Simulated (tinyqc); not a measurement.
# Carrier lifetime of a p-type layer with SRH, radiative, Auger and surface recombination, step by step

Numbers from tinyqc (`OMP_NUM_THREADS=1 python tinyqc.py 2300106 2300107 out.jsonl`; about 0.01 s on one thread of a shared Intel Xeon 2.30GHz). Printed values are rounded.

Uniform excess density dn = dp (no trapping), n = n0 + dn, p = p0 + dn, Boltzmann statistics, full ionisation. Surfaces enter as a rate 2 S dn/d, which holds while diffusion to them is fast.

Values chosen for this exercise; band and dielectric values those of a made-up semiconductor:
```
symbol     value        unit                                      meaning
T            400           K                                  temperature
Eg          1.44          eV                                     band gap
Nc       4.97e19       cm^-3       conduction-band density of states at T
Nv       3.19e19       cm^-3          valence-band density of states at T
B       4.75e-15      cm^3/s                        radiative coefficient
N         1.9e17       cm^-3                             acceptor density
Cn         1e-31      cm^6/s            Auger coefficient (two electrons)
Cp       1.1e-31      cm^6/s                Auger coefficient (two holes)
Nt        4.5e10       cm^-3                                 trap density
sn         2e-15        cm^2          capture cross-section for electrons
sp         4e-17        cm^2              capture cross-section for holes
vth        1.9e7        cm/s             thermal velocity (both carriers)
Et          0.63          eV         trap level below the conduction band
S            800        cm/s  surface recombination velocity (both faces)
d              1          um                             sample thickness
G         2.9e21  cm^-3 s^-1                              generation rate
```

Constants: q = 1.602176634e-19 C, kB = 1.380649e-23 J/K, Vt = kB T/q. Results are converted to the units shown.

## Equilibrium densities and SRH constants

ni = sqrt(Nc Nv) exp(-Eg/(2 Vt)), Eg in volts; majority density N/2 + sqrt(N^2/4 + ni^2), n0 p0 = ni^2; n1 = Nc exp(-Et/Vt), p1 = Nv exp((Et - Eg)/Vt); tn0 = 1/(sn vth Nt), tp0 = 1/(sp vth Nt).

ni = 3.376547e10 cm^-3
n0 = 6000.563 cm^-3
p0 = 1.9e17 cm^-3
n1 = 5.737276e11 cm^-3
p1 = 1.987192e9 cm^-3
tn0 = 5.847953e-4 s
tp0 = 0.02923977 s

## Starting value

dn = 7e14 cm^-3.

dn at the start = 7e14 cm^-3

## Iteration 1: new dn

With e = n p - ni^2 = dn (n0 + p0 + dn): U_SRH = e/(tp0 (n + n1) + tn0 (p + p1)), U_rad = B e, U_Aug = (Cn n + Cp p) e, U_s = 2 S dn/d. Substitution: tau = dn/U with U the sum, dn(new) = G tau.

U_SRH = 1.011249e18 cm^-3 s^-1
U_rad = 6.340775e17 cm^-3 s^-1
U_Aug = 2.809564e18 cm^-3 s^-1
U_s = 1.12e22 cm^-3 s^-1
tau = 6.247515e-8 s
dn after iteration 1 = 1.811779e14 cm^-3

## Iteration 2: new dn

As before.

U_SRH = 2.956853e17 cm^-3 s^-1
U_rad = 1.636690e17 cm^-3 s^-1
U_Aug = 7.214546e17 cm^-3 s^-1
U_s = 2.898847e21 cm^-3 s^-1
tau = 6.247455e-8 s
dn after iteration 2 = 1.811762e14 cm^-3

## Course of the iteration

Stop when the step is below 1e-10 of the value, or after 40 iterations.

Course of the iteration:
```
iteration  dn before the step (cm^-3)  step (cm^-3)
1                                7e14      -5.19e14
2                         1.811779e14       -1.73e9
3                         1.811762e14         -6740
```

Converged in 3 iterations. At the solution d ln U/d ln dn = 1.00, so the logarithmic slope of the map is 1 - 1.00 = 0.00; its size is below 1, so substitution contracts.

## Lifetime, shares and quasi-Fermi splitting

converged dn = 1.811762e14 cm^-3

With e = n p - ni^2 = dn (n0 + p0 + dn): U_SRH = e/(tp0 (n + n1) + tn0 (p + p1)), U_rad = B e, U_Aug = (Cn n + Cp p) e, U_s = 2 S dn/d. tau = dn/U, shares of U, splitting Vt ln(n p/ni^2), radiative efficiency U_rad/U.

tau = 6.247455e-8 s
shares (%): SRH 0.01020, radiative 0.00564, Auger 0.02488, surface 99.95928
quasi-Fermi splitting = 0.8318083 V

Surface recombination takes the largest share. dn is 9.5e-4 times the doping: low injection.
